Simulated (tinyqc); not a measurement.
Resistance of a source-drain extension with a graded tip: one step of the calculation.

y runs along the channel, the gate covers y > 0. The doping is N0 for y < y0 and N0 10^(-(y - y0)/la) beyond, uniform over the depth xj. Sheet conductance s(y) = q mu(N) max(N - Nch, 0) xj + (for y > 0) ma Cox Vo, with mu(N) = u0 + (u1 - u0)/(1 + (N/Nr)^au) and Cox = eps0 eox/tox. Current is taken as one-dimensional; depletion of the tip, spreading and the contact are left out. The metallurgical junction lies at yj, where N = Nch.

Task. Sheet resistances and junction position. yj = y0 + la log10(N0/Nch); sheet resistance of the full extension 1/[q mu(N0)(N0 - Nch) xj] and of the gate-induced layer 1/(ma Cox Vo); metallurgical length Lg - 2 yj; ye is where the doped and the gate-induced conductances are equal.

Values chosen for this exercise; mobility law close to that of holes in silicon:
```
symbol    value        unit                                                                 meaning
eox         3.9              relative permittivity of the gate insulator (close to silicon dioxide)
tox         2.4          nm                                                     insulator thickness
N0       5.8e19       cm^-3                        active doping of the extension far from the gate
la            5   nm/decade                                                      lateral abruptness
y0            5          nm          position under the gate where the fall begins (gate edge at 0)
xj           29          nm                                                  depth of the extension
Nch      3.3e18       cm^-3                                                          channel doping
Vo         0.81           V                                                          gate overdrive
ma           48  cm^2/(V s)                                      mobility of the gate-induced layer
u1        470.5  cm^2/(V s)                                                  mobility at low doping
u0         44.9  cm^2/(V s)                                                 mobility at high doping
Nr      2.23e17       cm^-3                                                        reference doping
au        0.719                                                                            exponent
Lg           30          nm                                                             gate length
```

Constants: q = 1.602176634e-19 C, eps0 = 8.8541878128e-14 F/cm where lengths are in cm. Results are converted to the units shown.

Give: yj; sheet resistance of the extension; sheet resistance of the induced layer; metallurgical length; ye; N at ye.

Result.

yj = 11.22 nm
sheet resistance of the extension = 748.5 ohm/square
sheet resistance of the induced layer = 1.788e4 ohm/square
metallurgical length = 7.551 nm
ye = 10.47 nm
N at ye = 4.671e18 cm^-3

The gate takes over 0.754 nm before the junction, where N is still 1.42 times the channel doping.

Computed by the program tinyqc: `OMP_NUM_THREADS=1 python tinyqc.py 2282055 2282056 out.jsonl`, one thread of a shared Intel Xeon 2.30GHz, about 0.05 s for the whole run.
